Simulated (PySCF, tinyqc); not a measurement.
Worked calculation: CCSD on RHF in the sto-6g basis, frozen core, for BeH+, spin multiplicity 1. The lowest restricted solution is unstable here: a spin-polarised one lies 0.0182 hartree lower (PySCF). One step of it, computed by the program tinyqc.

Task: CCSD: starting amplitudes. t_ij^ab = <ij||ab> / (e_i + e_j - e_a - e_b), whose energy is MP2.

orbital energies (hartree): MO1 -5.049272, MO2 -0.626659, MO3 -0.250889, MO4 -0.121182, MO5 -0.121182, MO6 0.052327

Two-electron integrals over orbitals (pq|rs), unique and non-zero (hartree); the lowest 1 orbital is frozen and left out:
```
(22|22) 0.437318    (32|22) -0.062590   (32|32) 0.074493    (33|22) 0.331232
(33|32) 0.028096    (33|33) 0.412292    (42|42) 0.046731    (43|42) 0.035932
(43|43) 0.047015    (44|22) 0.343978    (44|32) 0.049141    (44|33) 0.374034
(44|44) 0.450117    (52|52) 0.046731    (53|52) 0.035932    (53|53) 0.047015
(54|54) 0.024258    (55|22) 0.343978    (55|32) 0.049141    (55|33) 0.374034
(55|44) 0.401601    (55|55) 0.450117    (62|22) 0.011284    (62|32) -0.059095
(62|33) 0.000921    (62|44) -0.070766   (62|55) -0.070766   (62|62) 0.114628
(63|22) -0.057007   (63|32) 0.071489    (63|33) 0.043772    (63|44) 0.043099
(63|55) 0.043099    (63|62) -0.062692   (63|63) 0.088199    (64|42) -0.023538
(64|43) -0.005704   (64|64) 0.021501    (65|52) -0.023538   (65|53) -0.005704
(65|65) 0.021501    (66|22) 0.443473    (66|32) -0.064924   (66|33) 0.360547
(66|44) 0.349032    (66|55) 0.349032    (66|62) 0.031269    (66|63) -0.056612
(66|66) 0.475843
```

Give: Starting amplitudes; correlation energy.

Result:

Starting amplitudes (spin orbitals 1a, 1b, ...; amplitudes related by a flip of all spins are not repeated):

| from | to | t |
|---|---|---|
| 2a 2b | 3a 3b | -0.099 |
| 2a 2b | 6a 6b | -0.084 |
| 2a 2b | 3a 6b | 0.056 |
| 2a 2b | 4a 4b | -0.046 |
| 2a 2b | 5a 5b | -0.046 |

correlation energy = -0.02800 hartree
